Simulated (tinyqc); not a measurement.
Shallow acceptor in the spherical model (Baldereschi-Lipari), strong spin-orbit limit: one step, computed by the program tinyqc.

The 1S(3/2) state has an s envelope f(r) and a d envelope g(r). In effective units they obey -(f'' + 2f'/r + 2f/r) + mu (g'' + 5g'/r + 3g/r^2) = E f and -(g'' + 2g'/r - 6g/r^2 + 2g/r) + mu (f'' - f'/r) = E g. The cubic term, the split-off band and the central cell are left out.

Question. Effective units and couplings. Ry* = Ry/(gamma_1 eps^2), a* = a_0 eps gamma_1, mu = (6 gamma_3 + 4 gamma_2)/(5 gamma_1), delta = (gamma_3 - gamma_2)/gamma_1; spherical masses 1/(gamma_1 (1 - mu)) (heavy) and 1/(gamma_1 (1 + mu)) (light).

Inputs (values chosen for the exercise, modelled on InAs): Luttinger gamma_1 = 20; Luttinger gamma_2 = 8.23; Luttinger gamma_3 = 9.25; dielectric constant eps = 14.9.

Constants: Ry = 13.605693123 eV; a_0 = 0.529177210903 angstrom.

Give: Ry*; a*; mu; delta; heavy-hole mass; light-hole mass.

Answer.

Ry* = 3.064 meV

a* = 157.7 angstrom

mu = 0.8842

delta = 0.051

heavy-hole mass = 0.4318 m_0

light-hole mass = 0.02654 m_0
